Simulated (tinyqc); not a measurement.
Composition from the perpendicular lattice constant.

Inverse problem. The layer is x parts of the first compound and 1 - x of the second, grown coherently on the third as substrate and barrier. Rows of the table: lattice constant a, average valence level Ea on an absolute scale, spin-orbit splitting so, gaps at Gamma, X and L, hydrostatic deformation potentials av and ac (Gamma), shear potential b, elastic constants, electron and heavy-hole (along z) masses. All are interpolated linearly in x; gaps get -C x (1 - x), taken wholly in the conduction band; real line-ups can differ from this model by 0.1 eV or more. In-plane strain e = (a_substrate - a)/a, e_z = -2 (c12/c11) e, volume change 2 e + e_z. X-ray diffraction gives a_z = a (1 + e_z) of the coherent layer. Find x, e and the relaxed Gamma gap.

Parameters, values chosen for the exercise: bowing of the Gamma gap CG = 0.7 eV; bowing of the X gap CX = 0 eV; bowing of the L gap CL = 0 eV.

Binary compounds, values chosen for the exercise:
```
              close to InAs  close to AlAs  close to InP
a (angstrom)          6.058          5.661         5.869
Ea (eV)               -6.67          -7.49         -7.04
so (eV)               0.382          0.281         0.109
EG (eV)               0.353           2.98          1.34
EX (eV)                1.39           2.18          2.18
EL (eV)                1.06           2.38          1.91
av (eV)               0.992           2.45          1.25
ac (eV)               -5.06          -5.57         -5.08
b (eV)                -1.82          -1.51         -1.69
c11 (GPa)                84            124           101
c12 (GPa)              45.2           53.7          55.4
me (m0)               0.023           0.15         0.079
mh (m0)               0.335          0.467          0.53
```

lattice constant along the growth direction = 5.91280008 angstrom

Solution. a_z changes steadily with x, about (1 + 2 c12/c11) times as fast as the relaxed lattice constant, so one composition matches.

x = 0.5800
e = -0.3778 %
relaxed Gamma gap = 1.286 eV

Program tinyqc, `OMP_NUM_THREADS=1 python tinyqc.py 2690079 2690080 out.jsonl`; Intel Xeon 2.30GHz, shared host, one thread, about 0.01 s.
